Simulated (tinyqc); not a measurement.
# Double-gate transistor below threshold, two-dimensional Poisson equation on a small mesh: effects of single changes

Half of a symmetric double-gate structure: row 0 is the mid-plane of the body, where the normal field vanishes. Mobile charge is neglected (subthreshold), the body is fully depleted, and potentials are counted from the intrinsic level; rows run upward to the gate, columns from source to drain.

Values chosen for this exercise; semiconductor permittivity made up:

| symbol | value | unit | meaning |
|---|---|---|---|
| T | 250 | K | temperature |
| eps_r | 10.7 |  | relative permittivity of the semiconductor |
| eox | 3.9 |  | relative permittivity of the insulator |
| tb | 5 | nm | half the body thickness |
| tox | 1.1 | nm | insulator thickness |
| L | 28 | nm | channel length |
| Na | 8.1e17 | cm^-3 | acceptor density of the depleted body |
| Vbi | 0.6 | V | potential of the source |
| Vfb | 0.13 | V | gate offset |
| Vg | 0 | V | gate voltage |
| Vd | 0.5 | V | drain voltage |

Constants: q = 1.602176634e-19 C, kB = 1.380649e-23 J/K, Vt = kB T/q, eps0 = 8.8541878128e-14 F/cm where lengths are in cm. Results are converted to the units shown.

Each table varies one quantity; the others keep the values above.

## Effect of half the body thickness

Mesh: rows i = 0..12 in the semiconductor (step hs = tb/12, row 12 on the interface), then 8 step(s) ho = tox/8 up to the gate row 20; columns j = 0..80 (step hy = L/80). Box integration, divided by eps0: up_i = eps hy/h of the interval above row i, dn_i = that of the interval below (0 for row 0), lat_i = (sum of eps h/2 over the intervals above and below)/hy, s_i = -q Na w_i hy/eps0 with w_i the semiconductor height of the box (hs/2 for row 0 and the interface row, hs between, 0 in the insulator). Each free node obeys (up + dn + 2 lat) psi = up psi(above) + dn psi(below) + lat [psi(left) + psi(right)] + s. Fixed values: gate row Vg - Vfb; column 0 at Vbi and the last column at Vbi + Vd in the semiconductor, each running linearly to Vg - Vfb across the insulator. The system is solved directly. On row 0 the minimum of psi and its place come from a parabola through the three lowest nodes; barrier = Vbi - minimum, swing = Vt ln 10/(d psi/dVg), DIBL = (d psi/dVd)/(d psi/dVg) there. Lambda = pi/k with k the smallest positive root of tan(k tox) tan(k tb) = eox/eps_r.

Results:

| tb (nm) | L/Lambda | barrier (V) | place y/L | swing (mV/decade) | DIBL (mV/V) |
|---|---|---|---|---|---|
| 2 | 3.201 | 0.7272 | 0.4743 | 50.35 | 5.644 |
| 2.6 | 2.748 | 0.7167 | 0.4702 | 51.18 | 11.88 |
| 3.5 | 2.288 | 0.6922 | 0.4644 | 53.04 | 25.90 |
| 4.6 | 1.913 | 0.6512 | 0.4576 | 56.28 | 50.44 |
| 8 | 1.288 | 0.4906 | 0.4363 | 73.24 | 176.3 |

Estimate the missing row, tb = 6.1 nm.

Computed row:

| tb (nm) | L/Lambda | barrier (V) | place y/L | swing (mV/decade) | DIBL (mV/V) |
|---|---|---|---|---|---|
| 6.1 | 1.572 | 0.5834 | 0.4485 | 62.43 | 96.65 |

With this row back in the table: As tb goes from 2 to 8 nm, the barrier falls from 0.727 to 0.491 V, the swing rises from 50.4 to 73.2 mV a decade and DIBL rises from 5.64 to 176 mV/V; the ideal swing is 49.6. L/Lambda goes from 3.2 to 1.3. At tb = 2 nm the body is under 5 nm thick, where quantum confinement matters.

## Effect of the gate voltage

Same model as above.

Results:

| Vg (V) | L/Lambda | barrier (V) | place y/L | swing (mV/decade) | DIBL (mV/V) |
|---|---|---|---|---|---|
| -0.2 | 1.808 | 0.8062 | 0.4628 | 57.63 | 63.97 |
| -0.04 | 1.808 | 0.6685 | 0.4570 | 57.70 | 61.93 |
| 0.04 | 1.808 | 0.5998 | 0.4533 | 57.75 | 60.68 |
| 0.12 | 1.808 | 0.5311 | 0.4489 | 57.81 | 59.23 |
| 0.2 | 1.808 | 0.4625 | 0.4435 | 57.90 | 57.52 |

Estimate the missing row, Vg = -0.12 V.

Computed row:

| Vg (V) | L/Lambda | barrier (V) | place y/L | swing (mV/decade) | DIBL (mV/V) |
|---|---|---|---|---|---|
| -0.12 | 1.808 | 0.7373 | 0.4601 | 57.66 | 63.02 |

With this row back in the table: As Vg goes from -0.2 to 0.2 V, the barrier falls from 0.806 to 0.463 V, the swing stays near 57.7 mV a decade and DIBL falls from 64.0 to 57.5 mV/V; the ideal swing is 49.6. The barrier top moves from y/L = 0.463 to 0.444, towards the source.

## Effect of the acceptor density of the depleted body

Same model as above.

Result of one run:

| Na (cm^-3) | L/Lambda | barrier (V) | place y/L | swing (mV/decade) | DIBL (mV/V) |
|---|---|---|---|---|---|
| 5e18 | 1.808 | 0.8059 | 0.4619 | 57.64 | 63.63 |

What becomes of these results when the acceptor density of the depleted body Na is changed from 5e18 to 0 cm^-3, all else the same?

Result of the changed run:

| Na (cm^-3) | L/Lambda | barrier (V) | place y/L | swing (mV/decade) | DIBL (mV/V) |
|---|---|---|---|---|---|
| 0 | 1.808 | 0.6010 | 0.4536 | 57.75 | 60.80 |

The whole series:

| Na (cm^-3) | L/Lambda | barrier (V) | place y/L | swing (mV/decade) | DIBL (mV/V) |
|---|---|---|---|---|---|
| 0 | 1.808 | 0.6010 | 0.4536 | 57.75 | 60.80 |
| 5e17 | 1.808 | 0.6215 | 0.4546 | 57.73 | 61.13 |
| 1e18 | 1.808 | 0.6419 | 0.4556 | 57.72 | 61.45 |
| 2e18 | 1.808 | 0.6829 | 0.4573 | 57.70 | 62.05 |
| 3e18 | 1.808 | 0.7239 | 0.4590 | 57.68 | 62.61 |
| 5e18 | 1.808 | 0.8059 | 0.4619 | 57.64 | 63.63 |

As Na goes from 0 to 5e18 cm^-3, the barrier rises from 0.601 to 0.806 V, the swing stays near 57.7 mV a decade and DIBL rises from 60.8 to 63.6 mV/V; the ideal swing is 49.6. The barrier top moves from y/L = 0.454 to 0.462.

Numbers from tinyqc (`OMP_NUM_THREADS=1 python tinyqc.py 2480149 2480150 out.jsonl`; about 0.1 s on one thread of a shared Intel Xeon 2.30GHz).
